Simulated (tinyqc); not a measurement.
Free and trapped electrons in a MOS channel with a dense trap tail: one step of the calculation.

p-type body, charge-sheet picture, full ionisation (an idealisation for deep acceptors), Boltzmann statistics for free electrons. e = Ec - EF at the surface. Acceptor-like traps of density D(E) = D0 + De exp(-E/Ew) at depth E below Ec, from 0 to Eu, hold n_t = integral of D(E)/(1 + exp((e - E)/Vt)). psi = Eg - Vt ln(Nv/Na) - e; N_dep = sqrt(2 eps0 eps_r Na (psi - Vt)/q); n_f = sqrt(N_dep^2 + 2 eps0 eps_r Vt Nc exp(-e/Vt)/q) - N_dep; Vg = Vfb + psi + q (N_dep + n_t + n_f)/Cox, Cox = eps0 eox/tox.

Question. Trapped charge. Trapezoid rule on 15 equal steps from 0 to Eu, f = 1/(1 + exp((e - E)/Vt)).

Parameters, values chosen for the exercise; band and dielectric values close to those of 4H silicon carbide:
- T = 300 K (temperature)
- D0 = 1.6e11 cm^-2 eV^-1 (constant background density of acceptor-like traps)
- De = 8.8e12 cm^-2 eV^-1 (density of the tail at the conduction edge)
- Ew = 0.06 eV (decay energy of the tail)
- Eu = 0.58 eV (depth below Ec down to which the traps reach)
- e = 0.134 eV (Ec - EF at the surface)

Constants: q = 1.602176634e-19 C, kB = 1.380649e-23 J/K, Vt = kB T/q. Results are converted to the units shown.

Wanted: E; D(E) f; n_t.

Answer.

E, point 0 to 15 (eV): [0, 0.03867, 0.07733, 0.1160, 0.1547, 0.1933, 0.2320, 0.2707, 0.3093, 0.3480, 0.3867, 0.4253, 0.4640, 0.5027, 0.5413, 0.5800]
D(E) f, point 0 to 15 (cm^-2 eV^-1): [4.998e10, 1.167e11, 2.597e11, 4.767e11, 5.714e11, 4.641e11, 3.366e11, 2.554e11, 2.105e11, 1.866e11, 1.740e11, 1.673e11, 1.639e11, 1.620e11, 1.611e11, 1.606e11]
n_t = 1.474e11 cm^-2

Numbers from tinyqc (`OMP_NUM_THREADS=1 python tinyqc.py 2222161 2222162 out.jsonl`; about 0.02 s on one thread of a shared Intel Xeon 2.30GHz).
